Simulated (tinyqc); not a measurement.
Stretching all distances: RHF, UHF, MP2, CISD and CCSD against full CI in the sto-6g basis, for H2, spin multiplicity 1. Computed by the program tinyqc with PySCF. All coordinates are multiplied by the scale. c0^2 is the weight of the RHF determinant in the lowest singlet FCI state (UHF is spin-contaminated and may lie near states of higher spin) and n(LUMO) the first natural occupation beyond the occupied space.

Geometry (angstrom):
```
atom       x       y       z
H     0.0000  0.0000  0.0000
H     0.0000  0.0000  0.7010
```

Full CI energy (hartree) and errors against it (kcal/mol):
```
scale  distance 1-2 (angstrom)    E(FCI)     RHF     UHF     MP2   CISD   CCSD  <S^2> UHF   c0^2  n(LUMO)
0.960                    0.673  -1.14246  11.176  11.176   3.847  0.000  0.000      0.000  0.990    0.020
1.160                    0.813  -1.14128  15.071  15.071   5.669  0.000  0.000      0.000  0.984    0.033
1.570                    1.101  -1.08658  27.022  27.022  11.683  0.000  0.000      0.000  0.957    0.086
1.770                    1.241  -1.05541  35.246  32.341  16.001  0.000  0.000      0.269  0.935    0.130
1.970                    1.381  -1.02709  45.213  29.987  21.274  0.000  0.000      0.547  0.905    0.191
2.170                    1.521  -1.00329  56.839  24.305  27.339  0.000  0.000      0.719  0.867    0.266
2.380                    1.668  -0.98376  70.481  17.832  34.143  0.000  0.000      0.830  0.821    0.358
2.580                    1.809  -0.97006  84.302  12.519  40.454  0.000  0.000      0.894  0.774    0.452
```

Estimate the missing row, scale = 1.36.

Computed row:
```
scale  distance 1-2 (angstrom)    E(FCI)     RHF     UHF    MP2   CISD   CCSD  <S^2> UHF   c0^2  n(LUMO)
1.360                    0.953  -1.11857  20.151  20.151  8.167  0.000  0.000      0.000  0.973    0.053
```

UHF parts from RHF first at scale 1.77 of those listed, where <S^2> leaves zero. The weight c0^2 goes from 0.99 to 0.77 and n(LUMO) from 0.02 to 0.45: static correlation grows as the bonds break into open-shell fragments. The spread of the error along the curve, which distorts its shape, is CISD 0.0, CCSD 0.0, UHF 21.2, MP2 36.6, RHF 73.1 kcal/mol. With two electrons CISD and CCSD are exact.
